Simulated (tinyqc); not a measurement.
Sp3 tight binding, zinc-blende lattice, step by step. One step of it, computed by the program tinyqc.

Problem. Bloch Hamiltonian at k. Slater-Koster rules over the four bonds with direction cosines (l, m, n): ss V_ss; s-px l V_sp; px-s -l V_sp; px-px l^2 V_pps + (1 - l^2) V_ppp; px-py l m (V_pps - V_ppp); each times exp(i k.d).

Parameters chosen for this model: zinc-blende lattice, anion at 0, cation at a/4 (1,1,1); V = eta hbar^2 / (m d^2), hbar^2/m = 7.619964 eV angstrom^2:
```
parameter          value      unit
a               5.130000  angstrom
d               2.221355  angstrom
Es anion      -15.620000        eV
Ep anion       -5.880000        eV
Es cation     -15.620000        eV
Ep cation      -5.880000        eV
eta ss         -1.360000
eta sp          1.790000
eta pp sigma    3.100000
eta pp pi      -0.630000
V ss           -2.100177        eV
V sp            2.764203        eV
V pp sigma      4.787167        eV
V pp pi        -0.972876        eV
```

k point k (2 pi / a): 0.240000  0.440000  -0.540000

Give: H(k) at k.

Solution.

H(k) at k (eV), lower triangle (Hermitian):
```
                  a s             a px             a py            a pz
a s          -15.6200
a px           0.0000          -5.8800
a py           0.0000           0.0000          -5.8800
a pz           0.0000           0.0000           0.0000         -5.8800
c s   -3.9800+1.4786i  -2.8379+1.1974i  -1.3582+2.5020i  0.9906-3.4305i
c px   2.8379-1.1974i   1.7949-0.6668i  -1.1918+4.1271i  1.6340-3.0101i
c py   1.3582-2.5020i  -1.1918+4.1271i   1.7949-0.6668i  3.4143-1.4406i
c pz  -0.9906+3.4305i   1.6340-3.0101i   3.4143-1.4406i  1.7949-0.6668i

           c s     c px     c py     c pz
c s   -15.6200
c px    0.0000  -5.8800
c py    0.0000   0.0000  -5.8800
c pz    0.0000   0.0000   0.0000  -5.8800
```
